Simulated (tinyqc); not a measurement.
Epitaxial growth on a vicinal surface: Burton-Cabrera-Frank step flow, step-edge barrier and island nucleation: one step, computed by the program tinyqc. Command: `OMP_NUM_THREADS=1 python tinyqc.py 3023135 3023136 out.jsonl stepflow walk`. One thread of a shared host (Intel(R) Xeon(R) Processor @ 2.30GHz), about 0.01 s of CPU time with the checks.

Adatoms land at rate F, hop on a square grid (a simplification for hexagonal faces), desorb, or join steps. Lengths are in units of a and n is the adatom coverage. Steps ascend at x = 0 and descend at x = l.

Task: Scales. D = nu exp(-E_d/(k_B T)) (a^2/s, nu counted per direction); tau = exp(E_a/(k_B T))/nu; x_s = sqrt(D tau); n_eq = exp(-E_f/(k_B T)); terrace width l = h/(a tan(miscut)); Schwoebel length l_s = exp(E_s/(k_B T)) - 1. Temperatures in kelvin are T(C) + 273.15.

Inputs (values chosen for the exercise, close to those used for 4H-SiC(0001)): site spacing a = 3.08 angstrom; step height h = 2.52 angstrom; diffusion barrier E_d = 1.79 eV; desorption energy E_a = 3.73 eV; adatom formation energy E_f = 1.45 eV; step-edge barrier E_s = 0.18 eV; attempt frequency nu = 5 THz; miscut angle = 0.2 degrees; temperature T = 1430 C.

Constants: k_B = 8.617333262e-05 eV/K.

Give: D; lifetime tau; diffusion length x_s; equilibrium coverage n_eq; terrace width l; Schwoebel length l_s.

Result:

D = 2.525e+07 a^2/s

lifetime tau = 0.02180 s

diffusion length x_s = 741.9 a

equilibrium coverage n_eq = 5.121e-05

terrace width l = 234.4 a

Schwoebel length l_s = 2.409 a

l/x_s = 0.316: capture and desorption compete.
